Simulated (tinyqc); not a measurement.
Inside a calculation. Model: time-dependent dielectric breakdown: cell percolation, Weibull statistics, area scaling and voltage extrapolation. Computed by tinyqc, a small Python program that keeps every step. Command: `OMP_NUM_THREADS=1 python tinyqc.py 3012427 3012428 out.jsonl tddb walk`. One thread of a shared host (Intel(R) Xeon(R) Processor @ 2.30GHz), about 0.01 s of CPU time with the checks. Intermediate numbers are printed to about 6 digits and carried at full precision; extremes and crossings named in words are read from the listed rows.

The oxide is divided into columns of area a^2, each holding m = t_ox/a cells (m is taken as continuous). A share lambda(t) = (t/t_1)^alpha of the cells is defective, and a column whose cells are all defective breaks down.

Inputs (values chosen for the exercise, for a model gate oxide):
```
quantity                                                   value  unit
oxide thickness t_ox                                         1.9    nm
defect cell size a                                           1.4    nm
exponent alpha of defect growth                              0.9     -
time t_1 at which the occupied share would reach 1       4.1e+11     s
test area A                                                 1000  um^2
product area A_u                                           2e+06  um^2
stress voltage V                                             2.6     V
use voltage V_u                                              1.2     V
local exponent n = -d ln t/d ln V at the stress voltage       34     -
activation energy E_a                                       0.89    eV
stress temperature T                                         105     C
use temperature T_u                                          100     C
allowed failure fraction F                                 1e-05     -
```

Voltage law used: power.

Constants: k_B = 8.617333262e-05 eV/K.

## Weibull parameters from the cell model

Failure fraction F = 1 - (1 - lambda^m)^N with N = A/a^2 columns, which for small lambda^m is 1 - exp(-(t/t63)^beta) with beta = alpha m and t63 = t_1 N^(-1/beta); critical share lambda(t63) = N^(-1/m). 1 um^2 = 1e6 nm^2.

cells per column m = 1.35714

columns N = 5.10204e+08

Weibull slope beta = 1.22143

characteristic life t63 = 30453.5 s

critical share of defective cells = 3.83502e-07

Times between F = 10 % and 90 % span a factor 12.5: the smaller beta = alpha m, the wider the scatter. Caution: t_1 is an input here; in a real oxide it changes with thickness at fixed voltage.

## A sample of breakdown times

uniform random numbers u: 0.1411  0.6598  0.0263  0.9293  0.4830  0.1914  0.8273  0.1596  0.4810  0.6071  0.1708

Each device fails at t = t63 (-ln(1 - u))^(1/beta). Sort the times; median rank F_i = (i - 0.3)/(n_s + 0.4) for n_s devices; W = ln(-ln(1 - F_i)).

Weibull plot:
```
i     t (s)       F_i     ln t         W
1    1565.9  0.061404   7.3562  -2.75877
2    6516.9  0.149123   8.7822  -1.82333
3    7271.3  0.236842   8.8917  -1.30826
4    7727.6  0.324561   8.9525  -0.93549
5    8567.5  0.412281   9.0557  -0.63204
6   21560.2  0.500000   9.9786  -0.36651
7   21664.1  0.587719   9.9834  -0.12098
8   28802.9  0.675439  10.2682   0.11803
9   32390.3  0.763158  10.3856   0.36489
10  48291.7  0.850877  10.7850   0.64342
11  67617.8  0.938596  11.1216   1.02614
```

## Fitting the sample

W = ln(-ln(1 - F_i)) with the median ranks F_i. Least squares in W: W = beta ln t - beta ln t63. Maximum likelihood: solve sum t^b ln t/sum t^b - 1/b = mean of ln t for b, then t63 = (mean of t^b)^(1/b).

slope by least squares = 1.00393

t63 by least squares = 24859.7 s

slope by maximum likelihood = 1.15742

t63 by maximum likelihood = 24135.1 s

The true values are beta = 1.221 and t63 = 30500 s. With 11 devices the standard error of the maximum-likelihood slope is about 0.78 beta/sqrt(n_s) = 0.29; the fits miss by -0.22 and -0.06, and t63 by -18 and -21 %.

## Projection to use conditions

All three voltage laws share the slope n at the stress voltage. Factor t(V_u)/t(V): E law exp(n (1 - V_u/V)); 1/E law exp(n (V/V_u - 1)); power law (V/V_u)^n. Temperatures in kelvin are T(C) + 273.15. Temperature factor exp[(E_a/k_B)(1/T_u - 1/T)]; area factor (A/A_u)^(1/beta); percentile factor (-ln(1 - F))^(1/beta); life = t63 x all four; 1 year = 3.15576e7 s.

voltage factor = 2.61175e+11

temperature factor = 1.44190

area factor = 0.00198336

percentile factor = 8.06185e-05

projected life = 58.1082 years

Area and percentile together cost 6.8 decades, voltage and temperature return 11.6; a ten-year target is met. Caution: a voltage factor of more than nine decades rests wholly on the chosen law and cannot be tested.

## Three voltage laws

Life = t63 x voltage, temperature, area and percentile factors, the last three as above.

Log10 of the life in years:
```
V_u/V  V_u (V)     E law  1/E law  power law
1.00      2.60  -9.65269  -9.6527   -9.65269
0.95      2.47  -8.91439  -8.8755   -8.89530
0.90      2.34  -8.17609  -8.0120   -8.09694
0.80      2.08  -6.69949  -5.9612   -6.35775
0.70      1.82  -5.22289  -3.3244   -4.38603
0.60      1.56  -3.74629   0.1913   -2.10984
0.50      1.30  -2.26969   5.1133    0.58233
0.40      1.04  -0.79309  12.4963    3.87727
```

At V_u/V = 0.9 the laws differ by 0.16 decades at most, and at 0.5 by 7.4. The E law is the most cautious and the 1/E law the most hopeful. Ten years are reached at V_u/V = 0.279 (E), 0.581 (1/E), 0.486 (power). Caution: the rows at low voltage extrapolate over many decades and cannot be tested.

Checks made by the program: Weibull form against the exact column count at t63 (relative difference 9e-10).
